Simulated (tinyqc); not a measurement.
Shape against the ratio gamma(100)/gamma(111): equilibrium crystal shape, supported particles, Gibbs-Thomson effect and coarsening. Computed by tinyqc, a small Python program. Command: `OMP_NUM_THREADS=1 python tinyqc.py 3006619 3006620 out.jsonl wulff walk`. One thread of a shared host (Intel(R) Xeon(R) Processor @ 2.30GHz), about 0.06 s of CPU time with the checks.

A cubic crystal bounded by {100}, {110} and {111} facets only.

Inputs (values chosen for the exercise, modelled on silver): atomic volume Omega = 17.05 angstrom^3.

Surface energies: given.

surface energies gamma(100), gamma(110), gamma(111) (J/m^2): [0.938, 1.01, 0.888]

Method:
- The energies and Omega are given.
- Wulff construction: the facet planes lie at distances lambda gamma from the centre, and the shape is the region inside all of them; V = (1/3) sum of area x distance. gamma_mean = sum A gamma / sum A; shape factor eta = A/V^(2/3) (4.836 for a sphere).
- gamma(110)/gamma(111) is held at the value of this crystal.

gamma (J/m^2): (100) 0.938, (110) 1.010, (111) 0.888

Area fractions:
```
gamma(100)/gamma(111),{100},{110},{111},eta
0.550,1.0000,0.00000,0.00000,6.0000
0.634,0.9789,0.00000,0.02106,5.9216
0.761,0.8298,0.00000,0.17016,5.5729
0.898,0.5524,0.05441,0.39316,5.2383
1.060,0.3103,0.13169,0.55801,5.1473
1.180,0.1897,0.18162,0.62871,5.1827
1.370,0.0652,0.25622,0.67862,5.2958
1.750,0.0000,0.32655,0.67345,5.3969
```

What follows from these numbers?

{100} holds 100 % of the area in the first row and 0 % in the last; without {110} the limits are a cube below 1/sqrt(3) = 0.577 and an octahedron above sqrt(3) = 1.732. The roundest shape among these rows (eta = 5.147) is at the ratio 1.06; {110} shows in 5 rows.
